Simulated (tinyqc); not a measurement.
Thermodynamics of metal silicides: hull, first phase, silicon consumed, nucleation and stability against SiO2: one step, computed by the program tinyqc. Command: `OMP_NUM_THREADS=1 python tinyqc.py 3022279 3022280 out.jsonl silphase walk`. One thread of a shared host (Intel(R) Xeon(R) Processor @ 2.30GHz), about 0.01 s of CPU time with the checks.

Entropies of formation of the solids are neglected, so heats stand for free energies. Si fractions: M5Si3 0.3750, MSi 0.5000, MSi2 0.6667.

Problem. First phase. Effective heat of formation: at the interface the mixture has the Si fraction x_e; the limiting element scales the heat, H_eff = H x_e/x if x_e < x, H (1 - x_e)/(1 - x) otherwise. The rule names the most negative as the first phase; its restriction to congruently melting phases is left out here.

Inputs (values chosen for the exercise, of the order of those of tungsten silicides for heats and volumes only):
```
quantity                                value          unit
heat of formation of M5Si3              -16.8  kJ/mol atoms
heat of formation of MSi                -14.8  kJ/mol atoms
heat of formation of MSi2               -27.1  kJ/mol atoms
Si fraction x_e at the lowest liquidus   0.21             -
```

Phases: M5Si3, MSi, MSi2.

Give: H_eff; most negative H_eff.

Solution.

H_eff (kJ/mol atoms): M5Si3 -9.4080, MSi -6.2160, MSi2 -8.5365

most negative H_eff = -9.408 kJ/mol atoms

The rule picks M5Si3, ahead of MSi2 by 0.9 kJ/mol; it is not the phase with the most negative heat itself. The rule is empirical and ignores nucleation barriers.
